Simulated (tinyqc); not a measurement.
## Polarisation charge from two barrier thicknesses

Problem. VT = phiB - dEc - q sigma d/(eps0 eps_r). Find sigma, phiB - dEc and the thickness at which VT = 0.

Inputs (values chosen for the exercise): relative permittivity of barrier and channel eps_r = 9.4.

Constants: q = 1.602176634e-19 C, eps0 = 8.8541878128e-14 F/cm where lengths are in cm. Results are converted to the units shown.

VT for d = 25 and 31 nm (V): -3.4759056  -4.5110701

Answer. VT is linear in d.

sigma = 8.96e12 cm^-2
phiB - dEc = 0.837 V
thickness for VT = 0 = 4.85 nm

tinyqc, about 0.02 s, one thread, Intel Xeon 2.30GHz (shared host): `OMP_NUM_THREADS=1 python tinyqc.py 2570023 2570024 out.jsonl`
